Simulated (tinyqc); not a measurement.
Inside a calculation. Method: Rayleigh-quotient iteration on a symmetric matrix. Computed by tinyqc, a small Python program that keeps every step. Settings: method = rayleigh, shift = 1.64. Command: `OMP_NUM_THREADS=1 python tinyqc.py 27577 27578 out.jsonl` (the two numbers bound the seeds that draw the settings). One thread of a shared host (Intel(R) Xeon(R) Processor @ 2.60GHz), about 0.01 s of CPU time with the checks.

## Step 1

A:
$$\begin{pmatrix}
0.517000 & -0.758000 & -0.259000 \\
-0.758000 & 0.987000 & -0.666000 \\
-0.259000 & -0.666000 & 1.881000
\end{pmatrix}$$

vector v at the start: [0.577350, 0.577350, 0.577350]

shift = 1.640000

solve (A - shift) w = v; v' = w/|w| with its largest component positive (the first on a tie); lambda = v'^T A v'; the next shift is lambda.

vector after step 1: [-0.165134, 0.980676, 0.104907]

Rayleigh quotient after step 1 = 1.101466

## Step 2

As before.

vector after step 2: [0.770705, -0.572853, -0.279022]

Rayleigh quotient after step 2 = 1.345230

## Course of the iteration

Stop when the residual |A v - lambda v| is below 1e-9.

Steps:
```
step      lambda  residual
1     1.10146556  8.58e-01
2     1.34522971  2.36e-01
3     1.35863987  2.48e-03
4     1.35863875  2.50e-09
5     1.35863875  3.51e-16
```

all eigenvalues, for comparison: [-0.221941, 1.358639, 2.248302]

Converged in 5 steps.
